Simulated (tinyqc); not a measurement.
Worked calculation: plane-wave Kohn-Sham cycle with exchange-only LDA in a layered model solid. One step of it, computed by the program tinyqc.

Question. Iteration 1: potential. V_H(G) = 4 pi rho(G)/G^2 for G != 0 (uniform background); v_x = -(3 rho/pi)^(1/3); V = V_ext + V_H + v_x; Fourier components f(G_m) = (1/N) sum_j f(x_j) exp(-i G_m x_j).

A solid whose potential varies along x alone (atomic units):
```
parameter                      value
period a                   11.100000
cross-section of the cell  21.000000
electrons per cell                 2
grid points                       16
plane waves -n..n, n               2
k points                           4
V1 in V1 cos(2 pi x/a)     -0.500000
V2 in V2 cos(4 pi x/a)     -0.220000
```

density at the start, on the grid x_j = j a/N (e/bohr^3): 0.00858001  0.00858001  0.00858001  0.00858001  0.00858001  0.00858001  0.00858001  0.00858001  0.00858001  0.00858001  0.00858001  0.00858001  0.00858001  0.00858001  0.00858001  0.00858001

Give: Potentials on the grid; V(G_m), m = 0, 1, 2, ....

Answer.

Potentials on the grid (hartree):
```
x        V_ext    V_H     v_x       V
0.000   -0.720  0.000  -0.202  -0.922
0.694   -0.618  0.000  -0.202  -0.819
1.387   -0.354  0.000  -0.202  -0.555
2.081   -0.036  0.000  -0.202  -0.237
2.775    0.220  0.000  -0.202   0.018
3.469    0.347  0.000  -0.202   0.145
4.162    0.354  0.000  -0.202   0.152
4.856    0.306  0.000  -0.202   0.105
5.550    0.280  0.000  -0.202   0.078
6.244    0.306  0.000  -0.202   0.105
6.938    0.354  0.000  -0.202   0.152
7.631    0.347  0.000  -0.202   0.145
8.325    0.220  0.000  -0.202   0.018
9.019   -0.036  0.000  -0.202  -0.237
9.713   -0.354  0.000  -0.202  -0.555
10.406  -0.618  0.000  -0.202  -0.819
```

V(G_m), m = 0, 1, 2, ... (hartree): -0.202  -0.250  -0.110  0.000  0.000
